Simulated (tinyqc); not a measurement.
From results back to parameters: carbon nanotube by zone folding. Three cases, with inputs chosen for the exercise.

Problem. d = sqrt3 acc sqrt(n^2 + nm + m^2)/pi and tan(theta) = sqrt3 m/(2n + m). Diameter and chiral angle below belong to a hidden tube.

Case 1.

Values chosen (out of a larger set: near those used for carbon; not measured data): acc = 1.44 angstrom (bond length).

d = 15.084 angstrom
theta = 0.00 degrees

Case 2.

Values chosen (out of a larger set: near those used for carbon; not measured data): acc = 1.44 angstrom (bond length).

d = 24.752 angstrom
theta = 30.00 degrees

Case 3.

Values chosen (out of a larger set: near those used for carbon; not measured data): acc = 1.42 angstrom (bond length).

d = 14.875 angstrom
theta = 13.17 degrees

Find: n, m; type in zone folding.

Solution. With L = pi d/a, a = sqrt3 acc, the components of C are n + m/2 = L cos(theta) and sqrt3 m/2 = L sin(theta). The tube is metallic where n - m is a multiple of three.

Case 1.

n, m: 19  0

type in zone folding: semiconducting

Case 2.

n, m: 18  18

type in zone folding: metallic

Case 3.

n, m: 16  5

type in zone folding: semiconducting

Computed by tinyqc, one run a case: `OMP_NUM_THREADS=1 python tinyqc.py N N+1 out.jsonl` with N = 1451991, 1452179, 1452272; one thread of a shared Intel(R) Xeon(R) Processor @ 2.30GHz, about 0.03 s a run at most.
